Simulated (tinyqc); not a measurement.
MOSFET in the linear regime without short-channel effects, parameter extraction from computed curves: two steps of the calculation.

Inversion charge Q = Cox n Vt W0(exp((Vg - VT)/(n Vt))), W0 the Lambert function and n = nf; u = Q/Cox; mobility mu = mu0/(1 + th1 u + th2 u^2); channel resistance Rch = (L - dL)/(W mu Q); Id = Vd/(Rch + Rsd/W). Cox = eps0 eox/tox. Small Vd, no channel-length or drain effects.

Inputs (values chosen for the exercise); channel values of the order met in silicon transistors:
- eox = 3.9 (relative permittivity of the gate insulator (close to silicon dioxide))
- tox = 7.8 nm (insulator thickness)
- mu0 = 430 cm^2/(V s) (low-field mobility)
- th2 = 0 1/V^2 (second mobility attenuation factor)
- VT = 0.38 V (threshold voltage)
- W = 0.5 um (gate width)
- L = 0.19 um (drawn gate length)
- dL = 0.018 um (drawn less effective length)
- Vd = 0.02 V (drain voltage)

Constants: eps0 = 8.8541878128e-14 F/cm where lengths are in cm. Results are converted to the units shown.

Question 1. Threshold and mobility at the peak transconductance. gm_i = (Id_(i+1) - Id_(i-1))/(Vg_(i+1) - Vg_(i-1)); at the point j of largest gm the tangent meets the axis at V_ext = Vg_j - Id_j/gm_j; field-effect mobility gm_j L/(W Cox Vd) with the drawn L.

| point | Vg (V) | Id (uA) |
|---|---|---|
| 0 | 0.22 | 7.3971198e-5 |
| 1 | 0.3 | 0.0039730163 |
| 2 | 0.38 | 0.12418962 |
| 3 | 0.46 | 0.61451110 |
| 4 | 0.54 | 1.2275785 |
| 5 | 0.62 | 1.8248009 |
| 6 | 0.7 | 2.3780507 |
| 7 | 0.78 | 2.8835596 |
| 8 | 0.86 | 3.3438665 |
| 9 | 0.94 | 3.7631571 |

Wanted: gm; j; V_ext; field-effect mobility.

Answer 1.

| point | gm (uS) |
|---|---|
| 1 | 0.7757 |
| 2 | 3.816 |
| 3 | 6.896 |
| 4 | 7.564 |
| 5 | 7.190 |
| 6 | 6.617 |
| 7 | 6.036 |
| 8 | 5.497 |

j = 4
V_ext = 0.3777 V
field-effect mobility = 324.6 cm^2/(V s)

V_ext is 2.3 mV below the model VT, and the mobility so found is 32 % below mu0 L/(L - dL) = 475 cm^2/(V s), the value for the drawn L; attenuation, series resistance and the slow approach of Q to a straight line all lower the peak gm.

Question 2. The Y function. Y_i = Id_i/sqrt(gm_i). For Id = beta Vd x/(1 + th x), x = Vg - VT, Y = sqrt(beta Vd) x whatever th. Slope s from points 5 and 8; VT_Y = Vg - Y/s at point 8; beta = s^2/Vd; mobility beta L/(W Cox) with the drawn L; th* = (beta Vd x/Id - 1)/x at point 8.

| point | Vg (V) | Id (uA) |
|---|---|---|
| 0 | 0.22 | 7.3971198e-5 |
| 1 | 0.3 | 0.0039730163 |
| 2 | 0.38 | 0.12418962 |
| 3 | 0.46 | 0.61451110 |
| 4 | 0.54 | 1.2275785 |
| 5 | 0.62 | 1.8248009 |
| 6 | 0.7 | 2.3780507 |
| 7 | 0.78 | 2.8835596 |
| 8 | 0.86 | 3.3438665 |
| 9 | 0.94 | 3.7631571 |

| point | gm (uS) |
|---|---|
| 1 | 0.77572278 |
| 2 | 3.8158630 |
| 3 | 6.8961808 |
| 4 | 7.5643112 |
| 5 | 7.1904507 |
| 6 | 6.6172421 |
| 7 | 6.0363488 |
| 8 | 5.4974845 |

Find: Y; s; VT_Y; beta; mobility from Y; th*.

Answer 2.

| point | Y (uA^0.5 V^0.5) |
|---|---|
| 1 | 0.0045109 |
| 2 | 0.063575 |
| 3 | 0.23401 |
| 4 | 0.44634 |
| 5 | 0.68051 |
| 6 | 0.92445 |
| 7 | 1.1737 |
| 8 | 1.4262 |

s = 3.1068 uA^0.5 V^-0.5
VT_Y = 0.40096 V
beta = 482.62 uA/V^2
mobility from Y = 414.26 cm^2/(V s)
th* = 0.70814 1/V

The mobility from Y is 13 % below mu0 L/(L - dL) = 475 cm^2/(V s), which it should reach in deep inversion when th2 = 0.

tinyqc, about 0.01 s, one thread, Intel Xeon 2.30GHz (shared host): `OMP_NUM_THREADS=1 python tinyqc.py 2210111 2210112 out.jsonl`
